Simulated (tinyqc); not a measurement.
Worked calculation: k.p theory built from an empirical-pseudopotential calculation at Gamma. Values are carried at full precision from step to step, so a last printed digit may differ when a step is redone from the rounded ones.

Empirical pseudopotential on the fcc lattice, atoms at +/- tau, tau = a (1,1,1)/8, no spin-orbit coupling. H(G,G') = c (2 pi/a)^2 |k + G|^2 delta + VS(q) cos(q.tau) + i VA(q) sin(q.tau), q = G - G', c = hbar^2/2m0; k and G in units of 2 pi/a; VS at |q|^2 = 3, 8, 11 and VA at 3, 4, 11, in rydberg, zero elsewhere. The basis is fixed: all 113 G with |G|^2 up to Gcut. Energies are counted from the fourth level at Gamma.

Constants: hbar^2/2m0 = 3.80998211 eV angstrom^2; Ry = 13.60569312 eV.

Values chosen for the exercise (near those of InAs; the results hold for these values, not for the real material):
```
symbol  value                   unit        meaning
a       6.027                   angstrom    lattice constant
VS      (-0.219, -0.001, 0.05)  Ry          symmetric form factors
VA      (0.08, 0.049, 0.031)    Ry          antisymmetric form factors
Gcut    20                      (2 pi/a)^2  largest |G|^2 of the fixed basis
```

## Levels at Gamma

Diagonalise H at k = 0 and group equal levels.

Multiplets at Gamma:
```
multiplet  degeneracy    E (eV)
1                   1  -11.3281
2                   3    0.0000
3                   1    0.3803
4                   3    4.4688
5                   1    7.5253
6                   2    8.2660
7                   3   11.8994
8                   1   13.3966
9                   1   24.0609
```

The lowest empty multiplet is a singlet at 0.380 eV; the lowest empty singlet (s-like) is multiplet 3.

## Mass of the s-like conduction level (multiplet 3)

For a multiplet A of d_A states, W(B) = (4 c/(3 d_A)) sum over n in A, m in B and i = x, y, z of |<n|G_i|m>|^2 (G in 1/angstrom, <n|G_i|m> = sum_G c_n(G)* G_i c_m(G)); the mean inverse mass of A is 1 + sum_B W(B)/(E_A - E_B). Multiplets with W = 0 are left out.

List the couplings (the first eight at most); W to the valence triplet is the Kane energy Ep.

Couplings:
```
multiplet B  degeneracy  E_B (eV)   W (eV)  W/(E_A - E_B)
2                     3    0.0000  14.7849        38.8816
4                     3    4.4688   0.0063        -0.0015
7                     3   11.8994   0.3373        -0.0293
11                    3   24.2149   0.6943        -0.0291
12                    3   24.5476   0.1323        -0.0055
15                    3   36.3586   0.0412        -0.0011
16                    3   37.0779   0.0003         0.0000
19                    3   38.0805   0.0089        -0.0002
```

sum over the higher multiplets = -0.0030
1/m = 39.8117

Ep = 14.78 eV. The valence triplet gives 38.88, all other levels together -0.07; m = 0.0251, against 0.0251 for two levels alone.

## Valence parameters

Fold all other levels onto the valence triplet: D(u) = c + 4 c^2 sum_m <n|u.G|m><m|u.G|n'>/(0 - E_m), in units of c. Along [100] its eigenvalues are L (once) and M (twice); along [111] (L + 2M + 2N)/3 (once) and (L + 2M - N)/3 (twice). Then g1 = -(L + 2M)/3, g2 = -(L - M)/6, g3 = -N/6.

eigenvalues along [100]: -39.203  -1.780  -1.780

eigenvalues along [111]: -41.244  -0.759  -0.759

L, M, N: -39.203  -1.780  -40.485

g1, g2, g3: 14.254  6.237  6.747

With spin-orbit coupling added at fixed g1, g2, g3 and large against the hole energy these give heavy and light masses along [100] of 0.562 and 0.037. The s-like level alone adds Ep/(3E) = 12.96 to g1. Local form factors fix Ep and the gap only roughly, so these values can lie far from measured ones.

## Checks

- 1/m of the s-like level from the sum against the curvature of the band: both 39.81.
- L and M against the curvatures along [100]: largest relative difference 1.7e-05.

Program tinyqc; command `OMP_NUM_THREADS=1 python tinyqc.py 1080438 1080439 out.jsonl`; about 0.6 s on one thread of a shared Intel(R) Xeon(R) Processor @ 2.30GHz.
